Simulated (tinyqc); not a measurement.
Worked calculation (part 2 of 3): UHF in the sto-3g basis, for BeH2, spin multiplicity 1. This run ends on a higher stationary point, not on the lowest solution. Computed by tinyqc, a small Python program that keeps every step (integrals from PySCF). Command: `OMP_NUM_THREADS=1 python tinyqc.py 28185 28186 out.jsonl` (the two numbers bound the seeds that draw the settings). One thread of a shared host (Intel(R) Xeon(R) Processor @ 2.60GHz), about 0.2 s of CPU time with the checks.

Geometry (angstrom):
```
atom         x          y         z
Be    0.000000   0.000000  0.000000
H     0.000000   1.881000  0.000000
H     0.000000  -1.881000  0.000000
```

## Iteration 2: building the Fock matrix

D(alpha) after iteration 1, order 1Be 1s, 1Be 2s, 1Be 2px, 1Be 2py, 1Be 2pz, 2H 1s, 3H 1s:
$$\begin{pmatrix}
1.015690 & -0.070375 & 0.000000 & 0.000000 & 0.000000 & -0.092553 & -0.092553 \\
-0.070375 & 0.324764 & 0.000000 & 0.000000 & 0.000000 & 0.261529 & 0.261529 \\
0.000000 & 0.000000 & 0.001105 & 0.013721 & 0.005059 & 0.016859 & -0.016859 \\
0.000000 & 0.000000 & 0.013721 & 0.170316 & 0.062794 & 0.209279 & -0.209279 \\
0.000000 & 0.000000 & 0.005059 & 0.062794 & 0.023151 & 0.077159 & -0.077159 \\
-0.092553 & 0.261529 & 0.016859 & 0.209279 & 0.077159 & 0.469049 & -0.045262 \\
-0.092553 & 0.261529 & -0.016859 & -0.209279 & -0.077159 & -0.045262 & 0.469049
\end{pmatrix}$$

D(beta) after iteration 1, order 1Be 1s, 1Be 2s, 1Be 2px, 1Be 2py, 1Be 2pz, 2H 1s, 3H 1s:
$$\begin{pmatrix}
1.015690 & -0.070375 & 0.000000 & 0.000000 & 0.000000 & -0.092553 & -0.092553 \\
-0.070375 & 0.324764 & 0.000000 & 0.000000 & 0.000000 & 0.261529 & 0.261529 \\
0.000000 & 0.000000 & 0.001105 & -0.013721 & 0.005059 & -0.016859 & 0.016859 \\
0.000000 & 0.000000 & -0.013721 & 0.170316 & -0.062794 & 0.209279 & -0.209279 \\
0.000000 & 0.000000 & 0.005059 & -0.062794 & 0.023151 & -0.077159 & 0.077159 \\
-0.092553 & 0.261529 & -0.016859 & 0.209279 & -0.077159 & 0.469049 & -0.045262 \\
-0.092553 & 0.261529 & 0.016859 & -0.209279 & 0.077159 & -0.045262 & 0.469049
\end{pmatrix}$$

core Hamiltonian H = T + V (hartree), order 1Be 1s, 1Be 2s, 1Be 2px, 1Be 2py, 1Be 2pz, 2H 1s, 3H 1s:
$$\begin{pmatrix}
-8.429772 & -2.078277 & 0.000000 & 0.000000 & 0.000000 & -0.171163 & -0.171163 \\
-2.078277 & -2.657556 & 0.000000 & 0.000000 & 0.000000 & -0.636873 & -0.636873 \\
0.000000 & 0.000000 & -2.146983 & 0.000000 & 0.000000 & 0.000000 & 0.000000 \\
0.000000 & 0.000000 & 0.000000 & -2.273509 & 0.000000 & -0.767598 & 0.767598 \\
0.000000 & 0.000000 & 0.000000 & 0.000000 & -2.146983 & 0.000000 & 0.000000 \\
-0.171163 & -0.636873 & 0.000000 & -0.767598 & 0.000000 & -1.731778 & -0.011947 \\
-0.171163 & -0.636873 & 0.000000 & 0.767598 & 0.000000 & -0.011947 & -1.731778
\end{pmatrix}$$

Two-electron integrals (ij|kl) in chemists' order, unique and non-zero (hartree):
```
(11|11) 2.298831    (21|11) 0.392036    (21|21) 0.079539    (22|11) 0.570988
(22|21) 0.143041    (22|22) 0.417683    (31|31) 0.014607    (32|31) 0.021888
(32|32) 0.092265    (33|11) 0.569578    (33|21) 0.143083    (33|22) 0.417589
(33|33) 0.449859    (41|41) 0.014607    (42|41) 0.021888    (42|42) 0.092265
(43|43) 0.024249    (44|11) 0.569578    (44|21) 0.143083    (44|22) 0.417589
(44|33) 0.401360    (44|44) 0.449859    (51|51) 0.014607    (52|51) 0.021888
(52|52) 0.092265    (53|53) 0.024249    (54|54) 0.024249    (55|11) 0.569578
(55|21) 0.143083    (55|22) 0.417589    (55|33) 0.401360    (55|44) 0.401360
(55|55) 0.449859    (61|11) 0.031329    (61|21) 0.006356    (61|22) 0.011545
(61|33) 0.011471    (61|41) 0.000581    (61|42) 0.001094    (61|44) 0.011698
(61|55) 0.011471    (61|61) 0.000534    (62|11) 0.106507    (62|21) 0.027235
(62|22) 0.091012    (62|33) 0.087247    (62|41) 0.003472    (62|42) 0.024226
(62|44) 0.098448    (62|55) 0.087247    (62|61) 0.002413    (62|62) 0.034711
(63|31) 0.002046    (63|32) 0.010536    (63|43) 0.003818    (63|63) 0.002506
(64|11) 0.127183    (64|21) 0.032819    (64|22) 0.114182    (64|33) 0.107658
(64|41) 0.005443    (64|42) 0.037026    (64|44) 0.127103    (64|55) 0.107658
(64|61) 0.002990    (64|62) 0.048546    (64|64) 0.068998    (65|51) 0.002046
(65|52) 0.010536    (65|54) 0.003818    (65|65) 0.002506    (66|11) 0.281081
(66|21) 0.072903    (66|22) 0.273348    (66|33) 0.255680    (66|41) 0.009019
(66|42) 0.085665    (66|44) 0.308280    (66|55) 0.255680    (66|61) 0.006489
(66|62) 0.142699    (66|64) 0.208610    (66|66) 0.774606    (71|11) 0.031329
(71|21) 0.006356    (71|22) 0.011545    (71|33) 0.011471    (71|41) -0.000581
(71|42) -0.001094   (71|44) 0.011698    (71|55) 0.011471    (71|61) 0.000485
(71|62) 0.002032    (71|64) 0.002396    (71|66) 0.005459    (71|71) 0.000534
(72|11) 0.106507    (72|21) 0.027235    (72|22) 0.091012    (72|33) 0.087247
(72|41) -0.003472   (72|42) -0.024226   (72|44) 0.098448    (72|55) 0.087247
(72|61) 0.002032    (72|62) 0.015167    (72|64) 0.018137    (72|66) 0.045340
(72|71) 0.002413    (72|72) 0.034711    (73|31) 0.002046    (73|32) 0.010536
(73|43) -0.003818   (73|63) 0.000738    (73|73) 0.002506    (74|11) -0.127183
(74|21) -0.032819   (74|22) -0.114182   (74|33) -0.107658   (74|41) 0.005443
(74|42) 0.037026    (74|44) -0.127103   (74|55) -0.107658   (74|61) -0.002396
(74|62) -0.018137   (74|64) -0.021539   (74|66) -0.054778   (74|71) -0.002990
(74|72) -0.048546   (74|74) 0.068998    (75|51) 0.002046    (75|52) 0.010536
(75|54) -0.003818   (75|65) 0.000738    (75|75) 0.002506    (76|11) 0.001985
(76|21) 0.000491    (76|22) 0.001389    (76|33) 0.001378    (76|44) 0.001411
(76|55) 0.001378    (76|61) 0.000040    (76|62) 0.000307    (76|64) 0.000387
(76|66) 0.000928    (76|71) 0.000040    (76|72) 0.000307    (76|74) -0.000387
(76|76) 4.65e-06    (77|11) 0.281081    (77|21) 0.072903    (77|22) 0.273348
(77|33) 0.255680    (77|41) -0.009019   (77|42) -0.085665   (77|44) 0.308280
(77|55) 0.255680    (77|61) 0.005459    (77|62) 0.045340    (77|64) 0.054778
(77|66) 0.140664    (77|71) 0.006489    (77|72) 0.142699    (77|74) -0.208610
(77|76) 0.000928    (77|77) 0.774606
```

nuclear repulsion = 2.39128458 hartree

J_ij = sum D_kl (ij|kl) with D = D(alpha) + D(beta), K_ij = sum D_kl (ik|jl) for each spin; F = H + J - K(s); E = tr D H + tr D J / 2 - 0.5 sum_s tr D(s) K(s) + E_nn.

Coulomb J (hartree), order 1Be 1s, 1Be 2s, 1Be 2px, 1Be 2py, 1Be 2pz, 2H 1s, 3H 1s:
$$\begin{pmatrix}
6.091542 & 1.166489 & 0.000000 & 0.000000 & 0.000000 & 0.093876 & 0.093876 \\
1.166489 & 2.439069 & 0.000000 & 0.000000 & 0.000000 & 0.588270 & 0.588270 \\
0.000000 & 0.000000 & 2.378030 & 0.000000 & 0.000491 & 0.000000 & 0.000000 \\
0.000000 & 0.000000 & 0.000000 & 2.548948 & 0.000000 & 0.762370 & -0.762370 \\
0.000000 & 0.000000 & 0.000491 & 0.000000 & 2.380169 & 0.000000 & 0.000000 \\
0.093876 & 0.588270 & 0.000000 & 0.762370 & 0.000000 & 2.116641 & 0.008344 \\
0.093876 & 0.588270 & 0.000000 & -0.762370 & 0.000000 & 0.008344 & 2.116641
\end{pmatrix}$$

exchange K(alpha) (hartree), order 1Be 1s, 1Be 2s, 1Be 2px, 1Be 2py, 1Be 2pz, 2H 1s, 3H 1s:
$$\begin{pmatrix}
2.304387 & 0.406504 & 0.000000 & 0.000000 & 0.000000 & 0.032589 & 0.032589 \\
0.406504 & 0.350850 & 0.000000 & 0.000000 & 0.000000 & 0.206840 & 0.206840 \\
0.000000 & 0.000000 & 0.062653 & 0.009598 & 0.002153 & 0.005847 & -0.005847 \\
0.000000 & 0.000000 & 0.009598 & 0.328721 & 0.043928 & 0.242642 & -0.242642 \\
0.000000 & 0.000000 & 0.002153 & 0.043928 & 0.072036 & 0.026758 & -0.026758 \\
0.032589 & 0.206840 & 0.005847 & 0.242642 & 0.026758 & 0.547280 & -0.003922 \\
0.032589 & 0.206840 & -0.005847 & -0.242642 & -0.026758 & -0.003922 & 0.547280
\end{pmatrix}$$

exchange K(beta) (hartree), order 1Be 1s, 1Be 2s, 1Be 2px, 1Be 2py, 1Be 2pz, 2H 1s, 3H 1s:
$$\begin{pmatrix}
2.304387 & 0.406504 & 0.000000 & 0.000000 & 0.000000 & 0.032589 & 0.032589 \\
0.406504 & 0.350850 & 0.000000 & 0.000000 & 0.000000 & 0.206840 & 0.206840 \\
0.000000 & 0.000000 & 0.062653 & -0.009598 & 0.002153 & -0.005847 & 0.005847 \\
0.000000 & 0.000000 & -0.009598 & 0.328721 & -0.043928 & 0.242642 & -0.242642 \\
0.000000 & 0.000000 & 0.002153 & -0.043928 & 0.072036 & -0.026758 & 0.026758 \\
0.032589 & 0.206840 & -0.005847 & 0.242642 & -0.026758 & 0.547280 & -0.003922 \\
0.032589 & 0.206840 & 0.005847 & -0.242642 & 0.026758 & -0.003922 & 0.547280
\end{pmatrix}$$

F(alpha) (hartree), order 1Be 1s, 1Be 2s, 1Be 2px, 1Be 2py, 1Be 2pz, 2H 1s, 3H 1s:
$$\begin{pmatrix}
-4.642618 & -1.318291 & 0.000000 & 0.000000 & 0.000000 & -0.109876 & -0.109876 \\
-1.318291 & -0.569337 & 0.000000 & 0.000000 & 0.000000 & -0.255443 & -0.255443 \\
0.000000 & 0.000000 & 0.168394 & -0.009598 & -0.001662 & -0.005847 & 0.005847 \\
0.000000 & 0.000000 & -0.009598 & -0.053282 & -0.043928 & -0.247870 & 0.247870 \\
0.000000 & 0.000000 & -0.001662 & -0.043928 & 0.161150 & -0.026758 & 0.026758 \\
-0.109876 & -0.255443 & -0.005847 & -0.247870 & -0.026758 & -0.162416 & 0.000320 \\
-0.109876 & -0.255443 & 0.005847 & 0.247870 & 0.026758 & 0.000320 & -0.162416
\end{pmatrix}$$

F(beta) (hartree), order 1Be 1s, 1Be 2s, 1Be 2px, 1Be 2py, 1Be 2pz, 2H 1s, 3H 1s:
$$\begin{pmatrix}
-4.642618 & -1.318291 & 0.000000 & 0.000000 & 0.000000 & -0.109876 & -0.109876 \\
-1.318291 & -0.569337 & 0.000000 & 0.000000 & 0.000000 & -0.255443 & -0.255443 \\
0.000000 & 0.000000 & 0.168394 & 0.009598 & -0.001662 & 0.005847 & -0.005847 \\
0.000000 & 0.000000 & 0.009598 & -0.053282 & 0.043928 & -0.247870 & 0.247870 \\
0.000000 & 0.000000 & -0.001662 & 0.043928 & 0.161150 & 0.026758 & -0.026758 \\
-0.109876 & -0.255443 & 0.005847 & -0.247870 & 0.026758 & -0.162416 & 0.000320 \\
-0.109876 & -0.255443 & -0.005847 & 0.247870 & -0.026758 & 0.000320 & -0.162416
\end{pmatrix}$$

total energy of this density = -15.37040104 hartree

## Iteration 2: diagonalisation and new density

X, order 1Be 1s, 1Be 2s, 1Be 2px, 1Be 2py, 1Be 2pz, 2H 1s, 3H 1s:
$$\begin{pmatrix}
0.000000 & -0.511666 & 0.835319 & 0.000000 & 0.000000 & 0.344763 & 0.000000 \\
0.000000 & 0.962516 & -0.020340 & 0.000000 & 0.000000 & 0.572920 & 0.000000 \\
0.000000 & 0.000000 & 0.000000 & 1.000000 & 0.000000 & 0.000000 & 0.000000 \\
0.994607 & 0.000000 & 0.000000 & 0.000000 & 0.000000 & 0.000000 & 0.579642 \\
0.000000 & 0.000000 & 0.000000 & 0.000000 & 1.000000 & 0.000000 & 0.000000 \\
-0.705580 & -0.550747 & -0.405796 & 0.000000 & 0.000000 & 0.340484 & 0.408541 \\
0.705580 & -0.550747 & -0.405796 & 0.000000 & 0.000000 & 0.340484 & -0.408541
\end{pmatrix}$$

Diagonalise F' = X^T F X, C = X C', fill 3 alpha and 3 beta electrons from the bottom; D(s) = C_occ C_occ^T. Each column has its largest component positive (the first on a tie).

F' = X^T F X (alpha) (hartree):
$$\begin{pmatrix}
0.481052 & 0.000000 & 0.000000 & -0.001296 & -0.005932 & 0.000000 & 0.064414 \\
0.000000 & -0.124963 & 1.098622 & 0.000000 & 0.000000 & 0.588580 & 0.000000 \\
0.000000 & 1.098622 & -3.107705 & 0.000000 & 0.000000 & -1.816681 & 0.000000 \\
-0.001296 & 0.000000 & 0.000000 & 0.168394 & -0.001662 & 0.000000 & -0.010341 \\
-0.005932 & 0.000000 & 0.000000 & -0.001662 & 0.161150 & 0.000000 & -0.047326 \\
0.000000 & 0.588580 & -1.816681 & 0.000000 & 0.000000 & -1.547979 & 0.000000 \\
0.064414 & 0.000000 & 0.000000 & -0.010341 & -0.047326 & 0.000000 & -0.307014
\end{pmatrix}$$

orbital energies (alpha) (hartree): MO1 -4.645842, MO2 -0.370888, MO3 -0.317026, MO4 0.165260, MO5 0.168758, MO6 0.236083, MO7 0.486590

coefficients C (alpha), order 1Be 1s, 1Be 2s, 1Be 2px, 1Be 2py, 1Be 2pz, 2H 1s, 3H 1s:
$$\begin{pmatrix}
0.992223 & -0.209252 & 0.000000 & 0.000000 & 0.000000 & -0.223896 & 0.000000 \\
0.029202 & 0.665522 & 0.000000 & 0.000000 & 0.000000 & 0.900730 & 0.000000 \\
0.000000 & 0.000000 & 0.021251 & 0.212304 & 0.976950 & 0.000000 & -0.006589 \\
0.000000 & 0.000000 & 0.496058 & -0.017420 & 0.000000 & 0.000000 & 1.038678 \\
0.000000 & 0.000000 & 0.097257 & 0.971629 & -0.213467 & 0.000000 & -0.030153 \\
-0.003718 & 0.394703 & 0.461169 & -0.066924 & 0.000000 & -0.654307 & -0.669024 \\
-0.003718 & 0.394703 & -0.461169 & 0.066924 & 0.000000 & -0.654307 & 0.669024
\end{pmatrix}$$

F' = X^T F X (beta) (hartree):
$$\begin{pmatrix}
0.481052 & 0.000000 & 0.000000 & 0.001296 & 0.005932 & 0.000000 & 0.064414 \\
0.000000 & -0.124963 & 1.098622 & 0.000000 & 0.000000 & 0.588580 & 0.000000 \\
0.000000 & 1.098622 & -3.107705 & 0.000000 & 0.000000 & -1.816681 & 0.000000 \\
0.001296 & 0.000000 & 0.000000 & 0.168394 & -0.001662 & 0.000000 & 0.010341 \\
0.005932 & 0.000000 & 0.000000 & -0.001662 & 0.161150 & 0.000000 & 0.047326 \\
0.000000 & 0.588580 & -1.816681 & 0.000000 & 0.000000 & -1.547979 & 0.000000 \\
0.064414 & 0.000000 & 0.000000 & 0.010341 & 0.047326 & 0.000000 & -0.307014
\end{pmatrix}$$

orbital energies (beta) (hartree): MO1 -4.645842, MO2 -0.370888, MO3 -0.317026, MO4 0.165260, MO5 0.168758, MO6 0.236083, MO7 0.486590

coefficients C (beta), order 1Be 1s, 1Be 2s, 1Be 2px, 1Be 2py, 1Be 2pz, 2H 1s, 3H 1s:
$$\begin{pmatrix}
0.992223 & -0.209252 & 0.000000 & 0.000000 & 0.000000 & -0.223896 & 0.000000 \\
0.029202 & 0.665522 & 0.000000 & 0.000000 & 0.000000 & 0.900730 & 0.000000 \\
0.000000 & 0.000000 & -0.021251 & 0.212304 & 0.976950 & 0.000000 & 0.006589 \\
0.000000 & 0.000000 & 0.496058 & 0.017420 & 0.000000 & 0.000000 & 1.038678 \\
0.000000 & 0.000000 & -0.097257 & 0.971629 & -0.213467 & 0.000000 & 0.030153 \\
-0.003718 & 0.394703 & 0.461169 & 0.066924 & 0.000000 & -0.654307 & -0.669024 \\
-0.003718 & 0.394703 & -0.461169 & -0.066924 & 0.000000 & -0.654307 & 0.669024
\end{pmatrix}$$

D(alpha) after iteration 2, order 1Be 1s, 1Be 2s, 1Be 2px, 1Be 2py, 1Be 2pz, 2H 1s, 3H 1s:
$$\begin{pmatrix}
1.028293 & -0.110286 & 0.000000 & 0.000000 & 0.000000 & -0.086281 & -0.086281 \\
-0.110286 & 0.443773 & 0.000000 & 0.000000 & 0.000000 & 0.262575 & 0.262575 \\
0.000000 & 0.000000 & 0.000452 & 0.010542 & 0.002067 & 0.009800 & -0.009800 \\
0.000000 & 0.000000 & 0.010542 & 0.246074 & 0.048245 & 0.228767 & -0.228767 \\
0.000000 & 0.000000 & 0.002067 & 0.048245 & 0.009459 & 0.044852 & -0.044852 \\
-0.086281 & 0.262575 & 0.009800 & 0.228767 & 0.044852 & 0.368481 & -0.056873 \\
-0.086281 & 0.262575 & -0.009800 & -0.228767 & -0.044852 & -0.056873 & 0.368481
\end{pmatrix}$$

D(beta) after iteration 2, order 1Be 1s, 1Be 2s, 1Be 2px, 1Be 2py, 1Be 2pz, 2H 1s, 3H 1s:
$$\begin{pmatrix}
1.028293 & -0.110286 & 0.000000 & 0.000000 & 0.000000 & -0.086281 & -0.086281 \\
-0.110286 & 0.443773 & 0.000000 & 0.000000 & 0.000000 & 0.262575 & 0.262575 \\
0.000000 & 0.000000 & 0.000452 & -0.010542 & 0.002067 & -0.009800 & 0.009800 \\
0.000000 & 0.000000 & -0.010542 & 0.246074 & -0.048245 & 0.228767 & -0.228767 \\
0.000000 & 0.000000 & 0.002067 & -0.048245 & 0.009459 & -0.044852 & 0.044852 \\
-0.086281 & 0.262575 & -0.009800 & 0.228767 & -0.044852 & 0.368481 & -0.056873 \\
-0.086281 & 0.262575 & 0.009800 & -0.228767 & 0.044852 & -0.056873 & 0.368481
\end{pmatrix}$$

## Iteration 19 (converged): orbitals

converged F(alpha) (hartree), order 1Be 1s, 1Be 2s, 1Be 2px, 1Be 2py, 1Be 2pz, 2H 1s, 3H 1s:
$$\begin{pmatrix}
-4.548193 & -1.293132 & 0.000000 & 0.000000 & 0.000000 & -0.108817 & -0.108817 \\
-1.293132 & -0.561499 & 0.000000 & 0.000000 & 0.000000 & -0.255922 & -0.255922 \\
0.000000 & 0.000000 & 0.209937 & -0.000002 & 0.000000 & -0.000001 & 0.000001 \\
0.000000 & 0.000000 & -0.000002 & -0.050909 & -0.000009 & -0.253023 & 0.253023 \\
0.000000 & 0.000000 & 0.000000 & -0.000009 & 0.209937 & -0.000005 & 0.000005 \\
-0.108817 & -0.255922 & -0.000001 & -0.253023 & -0.000005 & -0.164791 & 0.005206 \\
-0.108817 & -0.255922 & 0.000001 & 0.253023 & 0.000005 & 0.005206 & -0.164791
\end{pmatrix}$$

converged F(beta) (hartree), order 1Be 1s, 1Be 2s, 1Be 2px, 1Be 2py, 1Be 2pz, 2H 1s, 3H 1s:
$$\begin{pmatrix}
-4.548193 & -1.293132 & 0.000000 & 0.000000 & 0.000000 & -0.108817 & -0.108817 \\
-1.293132 & -0.561499 & 0.000000 & 0.000000 & 0.000000 & -0.255922 & -0.255922 \\
0.000000 & 0.000000 & 0.209937 & 0.000002 & 0.000000 & 0.000001 & -0.000001 \\
0.000000 & 0.000000 & 0.000002 & -0.050909 & 0.000009 & -0.253023 & 0.253023 \\
0.000000 & 0.000000 & 0.000000 & 0.000009 & 0.209937 & 0.000005 & -0.000005 \\
-0.108817 & -0.255922 & 0.000001 & -0.253023 & 0.000005 & -0.164791 & 0.005206 \\
-0.108817 & -0.255922 & -0.000001 & 0.253023 & -0.000005 & 0.005206 & -0.164791
\end{pmatrix}$$

As before.

F' = X^T F X (alpha) (hartree):
$$\begin{pmatrix}
0.490637 & 0.000000 & 0.000000 & 0.000000 & -0.000002 & 0.000000 & 0.069995 \\
0.000000 & -0.114029 & 1.079552 & 0.000000 & 0.000000 & 0.575494 & 0.000000 \\
0.000000 & 1.079552 & -3.043297 & 0.000000 & 0.000000 & -1.777874 & 0.000000 \\
0.000000 & 0.000000 & 0.000000 & 0.209937 & 0.000000 & 0.000000 & -0.000002 \\
-0.000002 & 0.000000 & 0.000000 & 0.000000 & 0.209937 & 0.000000 & -0.000009 \\
0.000000 & 0.575494 & -1.777874 & 0.000000 & 0.000000 & -1.523538 & 0.000000 \\
0.069995 & 0.000000 & 0.000000 & -0.000002 & -0.000009 & 0.000000 & -0.313522
\end{pmatrix}$$

orbital energies (alpha) (hartree): MO1 -4.551432, MO2 -0.370359, MO3 -0.319569, MO4 0.209937, MO5 0.209937, MO6 0.240928, MO7 0.496684

coefficients C (alpha), order 1Be 1s, 1Be 2s, 1Be 2px, 1Be 2py, 1Be 2pz, 2H 1s, 3H 1s:
$$\begin{pmatrix}
0.992124 & -0.209946 & 0.000000 & 0.000000 & 0.000000 & -0.223685 & 0.000000 \\
0.029510 & 0.666223 & 0.000000 & 0.000000 & 0.000000 & 0.900202 & 0.000000 \\
0.000000 & 0.000000 & 0.000004 & 0.213467 & 0.976950 & 0.000000 & -0.000002 \\
0.000000 & 0.000000 & 0.491884 & 0.000001 & 0.000000 & 0.000000 & 1.040806 \\
0.000000 & 0.000000 & 0.000016 & 0.976950 & -0.213467 & 0.000000 & -0.000009 \\
-0.003484 & 0.394184 & 0.467754 & -0.000014 & 0.000000 & -0.654621 & -0.667798 \\
-0.003484 & 0.394184 & -0.467754 & 0.000014 & 0.000000 & -0.654621 & 0.667798
\end{pmatrix}$$

F' = X^T F X (beta) (hartree):
$$\begin{pmatrix}
0.490637 & 0.000000 & 0.000000 & 0.000000 & 0.000002 & 0.000000 & 0.069995 \\
0.000000 & -0.114029 & 1.079552 & 0.000000 & 0.000000 & 0.575494 & 0.000000 \\
0.000000 & 1.079552 & -3.043297 & 0.000000 & 0.000000 & -1.777874 & 0.000000 \\
0.000000 & 0.000000 & 0.000000 & 0.209937 & 0.000000 & 0.000000 & 0.000002 \\
0.000002 & 0.000000 & 0.000000 & 0.000000 & 0.209937 & 0.000000 & 0.000009 \\
0.000000 & 0.575494 & -1.777874 & 0.000000 & 0.000000 & -1.523538 & 0.000000 \\
0.069995 & 0.000000 & 0.000000 & 0.000002 & 0.000009 & 0.000000 & -0.313522
\end{pmatrix}$$

orbital energies (beta) (hartree): MO1 -4.551432, MO2 -0.370359, MO3 -0.319569, MO4 0.209937, MO5 0.209937, MO6 0.240928, MO7 0.496684

coefficients C (beta), order 1Be 1s, 1Be 2s, 1Be 2px, 1Be 2py, 1Be 2pz, 2H 1s, 3H 1s:
$$\begin{pmatrix}
0.992124 & -0.209946 & 0.000000 & 0.000000 & 0.000000 & -0.223685 & 0.000000 \\
0.029510 & 0.666223 & 0.000000 & 0.000000 & 0.000000 & 0.900202 & 0.000000 \\
0.000000 & 0.000000 & -0.000004 & 0.213468 & 0.976950 & 0.000000 & 0.000002 \\
0.000000 & 0.000000 & 0.491884 & -0.000001 & 0.000000 & 0.000000 & 1.040806 \\
0.000000 & 0.000000 & -0.000016 & 0.976950 & -0.213468 & 0.000000 & 0.000009 \\
-0.003484 & 0.394184 & 0.467754 & 0.000014 & 0.000000 & -0.654621 & -0.667798 \\
-0.003484 & 0.394184 & -0.467754 & -0.000014 & 0.000000 & -0.654621 & 0.667798
\end{pmatrix}$$

D(alpha) after iteration 19, order 1Be 1s, 1Be 2s, 1Be 2px, 1Be 2py, 1Be 2pz, 2H 1s, 3H 1s:
$$\begin{pmatrix}
1.028387 & -0.110594 & 0.000000 & 0.000000 & 0.000000 & -0.086214 & -0.086214 \\
-0.110594 & 0.444725 & 0.000000 & 0.000000 & 0.000000 & 0.262512 & 0.262512 \\
0.000000 & 0.000000 & 0.000000 & 0.000002 & 0.000000 & 0.000002 & -0.000002 \\
0.000000 & 0.000000 & 0.000002 & 0.241950 & 0.000008 & 0.230081 & -0.230081 \\
0.000000 & 0.000000 & 0.000000 & 0.000008 & 0.000000 & 0.000008 & -0.000008 \\
-0.086214 & 0.262512 & 0.000002 & 0.230081 & 0.000008 & 0.374187 & -0.063401 \\
-0.086214 & 0.262512 & -0.000002 & -0.230081 & -0.000008 & -0.063401 & 0.374187
\end{pmatrix}$$

D(beta) after iteration 19, order 1Be 1s, 1Be 2s, 1Be 2px, 1Be 2py, 1Be 2pz, 2H 1s, 3H 1s:
$$\begin{pmatrix}
1.028387 & -0.110594 & 0.000000 & 0.000000 & 0.000000 & -0.086214 & -0.086214 \\
-0.110594 & 0.444725 & 0.000000 & 0.000000 & 0.000000 & 0.262512 & 0.262512 \\
0.000000 & 0.000000 & 0.000000 & -0.000002 & 0.000000 & -0.000002 & 0.000002 \\
0.000000 & 0.000000 & -0.000002 & 0.241950 & -0.000008 & 0.230081 & -0.230081 \\
0.000000 & 0.000000 & 0.000000 & -0.000008 & 0.000000 & -0.000008 & 0.000008 \\
-0.086214 & 0.262512 & -0.000002 & 0.230081 & -0.000008 & 0.374187 & -0.063401 \\
-0.086214 & 0.262512 & 0.000002 & -0.230081 & 0.000008 & -0.063401 & 0.374187
\end{pmatrix}$$

Within a degenerate level the vectors are fixed only up to a rotation; this is one choice.
